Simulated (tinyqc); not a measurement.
Binding against well width: donor or exciton in a quantum well (variational effective-mass method). Computed by tinyqc, a small Python program. Command: `OMP_NUM_THREADS=1 python tinyqc.py 3006047 3006048 out.jsonl welldonor walk`. One thread of a shared host (Intel(R) Xeon(R) Processor @ 2.30GHz), about 0.1 s of CPU time with the checks.

H = -nabla^2 - 2/|r - r_i| + V(z) in effective units; trial function psi = f(z) exp(-|r - r_i|/lambda), f the ground state of the well. Mass and screening are the same in well and barrier; l = L/a* is the width in effective units. Bands are flat: no polarisation or applied field.

Inputs (values chosen for the exercise, modelled on CdTe):
```
quantity,value,unit
electron mass m,0.094,m_0
dielectric constant eps,10.5,-
well width L,3.2,nm
donor position z_i/L from the centre,0.2,-
barrier height V_0,0.42,eV
```

Centre: donor. Barriers: finite.

Constants: Ry = 13.605693123 eV; a_0 = 0.529177210903 angstrom.

Method:
- Ry* = Ry m/eps^2, a* = a_0 eps/m; l = L/a*.
- k solves k tan(k l/2) = sqrt(v - k^2), v = V_0/Ry*, 0 < k l/2 < pi/2 (bisection); f = cos(k z) inside and cos(k l/2) exp(-kappa (|z| - l/2)) outside, kappa = sqrt(v - k^2); subband energy k^2 Ry*.
- Binding E_b(lambda) = -1/lambda^2 + 4 A/(lambda B), with A = int f^2 exp(-2 s/lambda) dz, B = int f^2 exp(-2 s/lambda)(1 + 2 s/lambda) dz and s = |z - z_i|; 40 Gauss-Legendre points on each piece between the walls at z = -l/2 and l/2 and z_i, and out to 12/(kappa + 1/lambda) beyond the walls.
- Each row maximises over lambda (golden section, 0.3 to 4).

a* = 5.91102 nm

Ry* = 11.6003 meV

Against width:
```
L (nm),lambda (a*),binding (Ry*),binding (meV)
0.96,0.81032,2.1627,25.088
1.80,0.79265,2.2815,26.466
3.20,0.82977,2.1578,25.032
5.80,0.91066,1.8718,21.713
10.00,0.99673,1.5751,18.271
```

What follows from these numbers?

The binding peaks at 2.281 Ry* near L = 1.8 nm: in narrower wells the envelope leaks into the barriers and returns towards three dimensions. In the widest well it is 1.575 Ry*. Rows under about 2 nm are a few atomic layers, where the envelope model is only a guide.

Extremes, crossings and ranges named in words are read from the listed rows.
